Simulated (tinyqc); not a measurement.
Worked calculation: two-valley model of the transferred-electron effect. Computed by tinyqc, a small Python program that keeps every step. Command: `OMP_NUM_THREADS=1 python tinyqc.py 3018481 3018482 out.jsonl gunn walk`. One thread of a shared host (Intel(R) Xeon(R) Processor @ 2.30GHz), about 0.01 s of CPU time with the checks. Intermediate numbers are printed to about 7 digits and carried at full precision; extremes and crossings named in words are read from the listed rows.

Both kinds of valley share one electron temperature T_e, and each has a constant mobility.

Inputs (values chosen for the exercise, modelled on In0.53Ga0.47As):
```
quantity                         value        unit
central-valley mass m1           0.043         m_0
satellite-valley mass m2          0.27         m_0
satellite valleys Z                  4           -
valley separation dE              0.54          eV
central-valley mobility mu1      10000  cm^2/(V s)
satellite-valley mobility mu2      220  cm^2/(V s)
energy relaxation time tau_E       1.4          ps
lattice temperature T               77           K
electric field F                   5.4       kV/cm
iteration cap                      600           -
doping n                       3.9e+15      1/cm^3
device length L                    5.4  micrometre
permittivity eps                  13.9           -
```

Solver: bisection.

Constants: k_B = 8.617333262e-05 eV/K; eps_0 = 8.8541878128e-12 F/m; e = 1.602176634e-19 C.

## Equilibrium

Density-of-states ratio R = Z (m2/m1)^(3/2); n2/n1 = R exp(-dE/(k_B T_e)); mean mobility mu = (mu1 + mu2 n2/n1)/(1 + n2/n1); energy balance e mu F^2 = (3/2) k_B (T_e - T)/tau_E; v = mu F.

R = 62.93655

n2/n1 without field = 2.851044e-34

low-field mobility = 10000 cm^2/(V s)

dE is 81.4 k_B T, so the satellites are empty without field.

## Electron temperature

Bisection on h(T_e) = T_out(T_e) - T_e between T and T_out(T), with T_out = T + (2/3) e mu(T_e) F^2 tau_E/k_B; stop when the bracket is below 1e-6 K.

Course of the iteration:
```
iteration   T_e (K)  mu (cm^2/(V s))   bracket (K)
1          1656.143         4243.041  1.579143e+03
2           866.571         9574.022  7.895714e+02
3          1261.357         7021.839  3.947857e+02
4          1458.750         5484.895  1.973929e+02
5          1557.446         4820.381  9.869643e+01
6          1606.795         4520.786  4.934821e+01
7          1582.121         4667.831  2.467411e+01
...             ...              ...           ...
26         1571.588         4732.276  4.706212e-05
27         1571.588         4732.276  2.353106e-05
28         1571.588         4732.276  1.176553e-05
29         1571.588         4732.276  5.882765e-06
30         1571.588         4732.276  2.941383e-06
31         1571.588         4732.276  1.470691e-06
32         1571.588         4732.276  7.353456e-07
```

electron temperature T_e = 1571.588 K

Converged in 32 iterations.

## Velocity

The formulas are those given above.

share in the satellites = 53.86221 %

mean mobility = 4732.276 cm^2/(V s)

drift velocity = 2.555429 1e7 cm/s

## Peak, valley and negative differential mobility

Using T_e as the parameter, F(T_e) = sqrt(3 k_B (T_e - T)/(2 e mu tau_E)) and v = mu F; find the first maximum and the next minimum of v, and the most negative dv/dF between them.

threshold field = 3.479728 kV/cm

peak velocity = 2.801161 1e7 cm/s

T_e at the threshold = 1132.716 K

field of the velocity minimum = 21.32377 kV/cm

valley velocity = 1.814774 1e7 cm/s

peak-to-valley ratio = 1.543532

most negative differential mobility = -1572.651 cm^2/(V s)

At the threshold k_B T_e is dE/5.5. The field of this run lies in the region of negative slope.

## Does a domain form?

Space charge grows at the rate n e |mu_d|/(eps eps_0) during the transit time L/v, with v the valley velocity; Kroemer's criterion asks n L > eps eps_0 v/(e |mu_d|). Transit frequency v/L.

critical n L = 8.864277e+10 1/cm^2

n L of the device = 2.106000e+12 1/cm^2

transit frequency = 33.60692 GHz

n L is 23.8 times the critical product: a domain can mature if the bias field lies in the region of negative slope.

## Velocity against field

The formulas are those given above.

The curve:
```
F (kV/cm)   T_e (K)  share in the satellites (%)  v (1e7 cm/s)  low-field line (1e7 cm/s)
0.54         108.58                 5.435956e-22      0.540000                       0.54
1.40         289.29                 2.462090e-06      1.400000                       1.40
2.70         839.65                 3.485796e+00      2.607954                       2.70
3.80        1223.48                 2.729526e+01      2.785599                       3.80
5.40        1571.59                 5.386221e+01      2.555429                       5.40
7.60        1949.15                 7.165017e+01      2.274386                       7.60
11.00       2483.93                 8.347035e+01      2.020259                      11.00
16.00       3295.13                 9.038193e+01      1.857035                      16.00
27.00       5480.65                 9.525177e+01      1.847818                      27.00
54.00      14422.30                 9.760520e+01      2.452742                      54.00
```

v falls between 3.8 and 27 kV/cm, while the share in the slow valleys goes from 27 to 95 %: transfer outruns the rise of the field. With constant mobilities n2/n1 tends to R and v ends on the line (mu1 + R mu2) F/(1 + R), a mobility of 373; real satellites saturate instead. Rows with T_e above 3000 K lie outside the range of a Maxwellian in parabolic valleys.

Checks made by the program: field recovered from T_e by the energy balance (relative difference 4e-10).
